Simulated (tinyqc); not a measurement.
Worked calculation: equation-of-state fits to an energy-volume table made by a known binding curve. Computed by tinyqc, a small Python program that keeps every step. Command: `OMP_NUM_THREADS=1 python tinyqc.py 3031779 3031780 out.jsonl eosfit walk`. One thread of a shared host (Intel(R) Xeon(R) Processor @ 2.30GHz), about 0.03 s of CPU time with the checks. Intermediate numbers are printed to about 5 digits and carried at full precision; extremes and crossings named in words are read from the listed rows.

With x = (V/V_0)^(1/3), the energy per atom is E = -D [1 + eta (x - 1)] exp(-eta (x - 1)), so that B0 = D eta^2/(9 V_0) and B' = 1 + 2 eta/3. B' = dB/dP at P = 0.

Inputs (values chosen for the exercise, for a model crystal):
```
quantity                                  value             unit
cohesive energy D                          1.95          eV/atom
true volume V_0                              18  angstrom^3/atom
stiffness eta                              4.85                -
half-width of the volume window w          0.06                -
shift of the window centre s             -0.011                -
points N                                     11                -
compression V/V_0 for the pressure test     0.7                -
noise amplitude                           0.051              meV
```

Binding curve: universal binding. Noise: added.

Constants: 1 eV/angstrom^3 = 160.2176634 GPa.

## Exact values of the curve

B0 and B' from the formulas above; P = -dE/dV at V = c V_0 (c the compression chosen), from the curve itself.

exact B0 = 45.364 GPa

exact B' = 4.2333

exact pressure at c V_0 = 33.328 GPa

## Energy-volume table

numbers xi_j, drawn evenly from -1 to 1: 0.9102  -0.6171  -0.3720  0.0727  0.3181  0.3242  -0.9469  -0.1263  0.3172  -0.2790  0.4894

Table: V_j = V_0 [1 + s + w (2 j/(N - 1) - 1)], j = 0..N-1, rounded to 0.001; E_j from the curve plus the noise amplitude times the listed numbers xi_j (xi_0 first), rounded to 1e-7 eV.

Table:
```
V (angstrom^3)      E (eV)
16.722          -1.9353611
16.938          -1.9401748
17.154          -1.9438993
17.370          -1.9466753
17.586          -1.9485800
17.802          -1.9496691
18.018          -1.9500457
18.234          -1.9495854
18.450          -1.9484585
18.666          -1.9467407
18.882          -1.9443488
```

## Birch-Murnaghan fit

Third-order Birch-Murnaghan is a cubic in u = V^(-2/3): fit it by linear least squares, find the minimum, and take B0 = V E''(V), B' = -1 - V E'''/E'' there.

fitted E0 = -1.9500 eV

fitted V0 = 17.999 angstrom^3

fitted B0 = 45.444 GPa

fitted B' = 4.2686

root-mean-square residual = 0.023838 meV

Against the exact curve V0 is off by -0.005 %, B0 by +0.18 % and B' by +0.8 %.

## Errors of the Birch-Murnaghan fit

Errors are fitted minus exact, relative; the pressure at c V_0 uses P = (3 B0/2) (x^7 - x^5) [1 + (3/4)(B' - 4)(x^2 - 1)], x = (V0/V)^(1/3) with the fitted values.

error of B0 = 0.17565 %

error of B' = 0.83206 %

fitted pressure at c V_0 = 34.941 GPa

error of that pressure = 4.8412 %

## Vinet fit by Gauss-Newton steps

Vinet: E = E0 + (9 B0 V0/h^2) {1 + [h (1 - x) - 1] exp(h (1 - x))}, P = 3 B0 (1 - x) x^-2 exp(h (1 - x)), x = (V/V0)^(1/3), h = (3/2)(B' - 1). Gauss-Newton steps on (E0, V0, B0, B'): solve J d = r by least squares, r the residuals and J their derivatives (central differences, relative step 1e-5); start from the parabola fit in V with B' = 4; stop when all relative changes are below 1e-7.

Iterations:
```
step  E0 (eV)  V0 (angstrom^3)  B0 (GPa)      B'  rms residual (meV)
0     -1.9502           18.032    48.659  4.0000             0.68016
1     -1.9500           18.001    45.442  4.2710             0.03618
2     -1.9500           17.999    45.466  4.2912             0.02414
3     -1.9500           17.999    45.466  4.2913             0.02414
4     -1.9500           17.999    45.466  4.2913             0.02414
```

B0, Vinet = 45.466 GPa

B', Vinet = 4.2913

## Five forms on the same table

Murnaghan: E = E0 + (B0 V/B') [(V0/V)^B'/(B' - 1) + 1] - B0 V0/(B' - 1), P = (B0/B') [(V0/V)^B' - 1]. Birch-Murnaghan: E = E0 + (9 V0 B0/16) [y^3 B' + y^2 (2 - 4 y)], y = (V0/V)^(2/3) - 1; P = (3 B0/2) (x^7 - x^5) [1 + (3/4)(B' - 4)(x^2 - 1)], x = (V0/V)^(1/3). All are least-squares fits to the energies; for polynomials in V, B0 = V E'' and B' = -1 - V E'''/E'' at the minimum.

Fitted values:
```
form             V0 (angstrom^3)  B0 (GPa)       B'  P at c V_0 (GPa)
exact                     18.000    45.364   4.2333            33.328
parabola in V             18.032    48.659  -1.0000                 -
cubic in V                17.998    45.795   4.5676                 -
Murnaghan                 17.999    45.400   4.2170            37.674
Birch-Murnaghan           17.999    45.444   4.2686            34.941
Vinet                     17.999    45.466   4.2913            33.720
```

In B0 the Murnaghan form comes closest (+0.08 %) and the parabola in V form misses most (+7.26 %). A parabola in V has no third derivative, so its B' is -1 by construction. At c V_0, beyond the window, the pressure errors are Murnaghan +13.0 %, Birch-Murnaghan +4.8 %, Vinet +1.2 %; Murnaghan keeps B linear in P and so runs too stiff under compression.

## The width of the window

The table is made anew for each w.

Errors (%):
```
w     B0, parabola  B0, cubic  B0, Murnaghan  B0, Birch-Murnaghan  B0, Vinet  B', Birch-Murnaghan
0.03         7.336      0.860          0.648                0.681      0.691                9.615
0.05         7.061      0.785          0.210                0.275      0.308                1.818
0.08         7.978      1.516         -0.139                0.044      0.132               -0.026
0.12        10.333      3.395         -0.567               -0.143      0.060               -0.678
0.16        13.806      6.212         -1.073               -0.329      0.034               -1.105
0.22        21.216     12.371         -1.987               -0.656      0.017               -1.795
```

The Birch-Murnaghan error of B0 is smallest among these at w = 0.08 (0.044 % in size); it is 0.681 % at the narrowest and 0.656 % at the widest. A narrow window magnifies the noise, since the energy range shrinks as w^2, and a wide one exposes the form. The Vinet form is the binding curve itself here, so its error comes from noise and rounding alone. At the widest window the errors of B0 are +21.2 % for the parabola and +12.4 % for the cubic in V.

Checks made by the program: nonlinear Birch-Murnaghan fit against the linear one (relative difference 2e-09).
